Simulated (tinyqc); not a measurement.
Convergence with the size of the ring: vibrations of a mass or spring defect in a linear chain. Computed by tinyqc, a small Python program. Command: `OMP_NUM_THREADS=1 python tinyqc.py 3007966 3007967 out.jsonl localmode walk`. One thread of a shared host (Intel(R) Xeon(R) Processor @ 2.30GHz), about 0.01 s of CPU time with the checks.

A ring of N atoms with nearest-neighbour springs k and motion along the chain. Atom 1 is the defect, of mass M', and its two springs are k'. All other atoms have the mass M.

Inputs (values chosen for the exercise, for a model chain):

| quantity | value | unit |
|---|---|---|
| spring constant k | 8.71 | eV/angstrom^2 |
| host mass M | 27 | u |
| defect mass M' | 9.29 | u |
| spring ratio k'/k at the defect | 0.75 | - |

Host: monatomic.

Constants: nu for 1 eV/(angstrom^2 u) = 15.6333042 THz.

Method:
- Host band: lambda from 0 to 4k/M.
- nu = 15.6333042 THz x sqrt(lambda), lambda in eV/(angstrom^2 u).
- D_ii = (sum of the two springs at i)/M_i, D_ij = -k_ij/sqrt(M_i M_j) for neighbours, closed into a ring.
- The same matrix for 120 atoms; amplitudes are the mass-weighted eigenvector, in size, relative to the defect, for the highest mode; its weight is the squared component of the normalised eigenvector on the defect.

band edges (THz): 0.0000  17.7586

ratio to the top of the host band = 1.15729

highest frequency, long ring = 20.5519 THz

weight of the highest mode on the defect = 0.745274

Highest mode:

| N | frequency (THz) | weight on the defect | modes outside the bands |
|---|---|---|---|
| 4 | 20.671 | 0.71306 | 1 |
| 6 | 20.566 | 0.73732 | 1 |
| 8 | 20.553 | 0.74395 | 1 |
| 12 | 20.552 | 0.74525 | 1 |
| 20 | 20.552 | 0.74527 | 1 |
| 40 | 20.552 | 0.74527 | 1 |
| 80 | 20.552 | 0.74527 | 1 |
| 120 | 20.552 | 0.74527 | 1 |

What follows from these numbers?

The local mode is within 0.01 % of its final value from N = 8 on, and its weight on the defect settles at 0.745: a bound mode needs only a cell larger than its decay length.

Extremes, crossings and ranges named in words are read from the listed rows.
